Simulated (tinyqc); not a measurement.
Growth of the error with array size.

Square N x N arrays wired as follows: each row is driven at its left end through one segment rw, neighbouring nodes are joined by rw, each column ends in one more rw and a virtual ground. All cells have G = 33.0 uS and all rows V = 0.15 V, so the ideal current is N V G. The nodal equations are solved exactly.

Values chosen for this exercise: wire resistance between neighbouring cells rw = 50 ohm.

Growth of the error with array size:

| N | ideal (uA) | first column (uA) | last column (uA) | error of the last column (%) | 100 N^2 rw G |
|---|---|---|---|---|---|
| 2 | 9.900 | 9.827 | 9.811 | -0.8995 | 0.6600 |
| 4 | 19.80 | 19.43 | 19.24 | -2.809 | 2.640 |
| 6 | 29.70 | 28.70 | 28.02 | -5.642 | 5.940 |
| 8 | 39.60 | 37.55 | 35.94 | -9.239 | 10.56 |
| 12 | 59.40 | 53.67 | 48.71 | -18.00 | 23.76 |
| 16 | 79.20 | 67.44 | 57.27 | -27.69 | 42.24 |
| 20 | 99.00 | 78.80 | 62.14 | -37.24 | 66.00 |

What does the comparison show?

The error of the last column goes from -0.900 % at N = 2 to -37.2 % at N = 20, as N^(1.72) between N = 4 and 8 and N^(1.33) between the last two rows. The scale N^2 rw G (N segments carrying the current of up to N cells) is 1.14 times the error at N = 8. The last column carries 0.789 of the current of the first at N = 20.

Program tinyqc, `OMP_NUM_THREADS=1 python tinyqc.py 2880133 2880134 out.jsonl`; Intel Xeon 2.30GHz, shared host, one thread, about 0.03 s.
